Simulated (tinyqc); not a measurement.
# Sheet resistance of a shallow doped layer with concentration-dependent mobility and limited activation, step by step

A worked calculation. Computed by tinyqc, a small Python program that keeps every step. Command: `OMP_NUM_THREADS=1 python tinyqc.py 3014957 3014958 out.jsonl irvin walk`. One thread of a shared host (Intel(R) Xeon(R) Processor @ 2.30GHz), about 0.02 s of CPU time with the checks. Intermediate numbers are printed to about 5 digits and carried at full precision; extremes and crossings named in words are read from the listed rows.

A layer of one dopant lies in a background of the opposite type. Current flows parallel to the surface down to the junction; depletion is ignored.

Inputs (values chosen for the exercise, modelled on antimony in silicon): surface concentration C_s = 2.5e+19 1/cm^3; length l = 16 nm; background C_B = 4.7e+16 1/cm^3; mobility floor mu_min = 59.8 cm^2/(V s); mobility mu_max = 1430 cm^2/(V s); reference density N_r = 8.92e+16 1/cm^3; exponent alpha = 0.696; prefactor of the active limit = 3.9e+21 1/cm^3; energy of the active limit = 0.551 eV; anneal temperature T = 850 C.

Profile: Gaussian.

Constants: k_B = 8.617333262e-05 eV/K; e = 1.602176634e-19 C.

## Active limit and depths

C(x) = C_s exp(-x^2/(2 l^2)). Temperatures in kelvin are T(C) + 273.15. Active limit C_a = prefactor x exp(-energy/(k_B T)); the junction lies where C = C_B, and the profile exceeds C_a down to x_a (zero if C_s is below C_a). Slope at the junction in nm per decade = ln(10) C/|dC/dx|.

active limit C_a = 1.3141e+19 1/cm^3

junction depth x_j = 56.688 nm

depth x_a = 18.146 nm

abruptness at the junction = 10.398 nm/decade

## Local values

Active density N = min(C, C_a); carriers n = N - C_B; mobility mu = mu_min + (mu_max - mu_min)/(1 + ((N + C_B)/N_r)^alpha). Conductivity e n mu. Depths are 0, 0.2, 0.4, 0.6, 0.8 and 0.95 of x_j.

Along the depth:
```
x (nm)  C (1/cm^3)  N (1/cm^3)  mu (cm^2/(V s))  conductivity (S/cm)
0.000   2.5000e+19  1.3141e+19           100.86               211.59
11.338  1.9449e+19  1.3141e+19           100.86               211.59
22.675  9.1581e+18  9.1581e+18           112.09               163.62
34.013  2.6100e+18  2.6100e+18           177.77                73.00
45.351  4.5020e+17  4.5020e+17           377.99                24.42
53.854  8.6670e+16  8.6670e+16           649.10                 4.13
```

## Sheet resistance

Integrals from 0 to x_j, where C = C_B (Gauss-Legendre, 60 points on each smooth piece; 1 nm = 1e-7 cm): dose int C dx, carriers int n dx, mean mobility int n mu dx/int n dx, R_s = 1/(e int n mu dx).

chemical dose = 5.0113e+13 1/cm^2

sheet carrier density = 3.6430e+13 1/cm^2

mean mobility = 113.49 cm^2/(V s)

sheet resistance R_s = 1509.7 ohm/square

carriers per dopant atom = 0.72697

product R_s x_j = 85581 ohm nm

A box at the active limit as deep as x_j would give 834 ohm/square, the least this anneal allows at that depth. Clipping at C_a leaves 27 % of the dose without carriers (compensation included).

## Raising the surface concentration at fixed length

The last column drops the active limit.

Layers:
```
C_s (1/cm^3)  x_j (nm)  dose (1/cm^2)  mean mu (cm^2/(V s))  R_s (ohm/square)  R_s if all active
1.00e+18        39.566     1.9784e+12                323.63             10760         1.0760e+04
3.00e+18        46.130     5.9922e+12                210.13              5143         5.1431e+03
1.00e+19        52.387     2.0032e+13                134.48              2346         2.3458e+03
3.00e+19        57.506     6.0139e+13                112.26              1437         1.0705e+03
1.00e+20        62.637     2.0051e+14                107.93              1137         4.0513e+02
2.00e+20        65.408     4.0104e+14                106.69              1033         2.2059e+02
5.00e+20        68.901     1.0026e+15                105.61               932         9.4889e+01
1.00e+21        71.430     2.0053e+15                105.03               873         4.9074e+01
2.00e+21        73.873     4.0106e+15                104.57               824         2.5078e+01
```

R_s falls as C_s^-0.67 between the first rows and as C_s^-0.08 between the last. Below C_a = 1.3e19 the exponent is set by the mobility, which drops from 324 towards mu_min. Above C_a extra dose only widens the clipped region: in the last row R_s is 32.87 times the fully active value. Caution: in rows with more than about 2e20 active atoms per cm^3 measured mobilities fall further than this form.

Checks made by the program: sheet conductance against adaptive quadrature (relative difference below 1e-10).
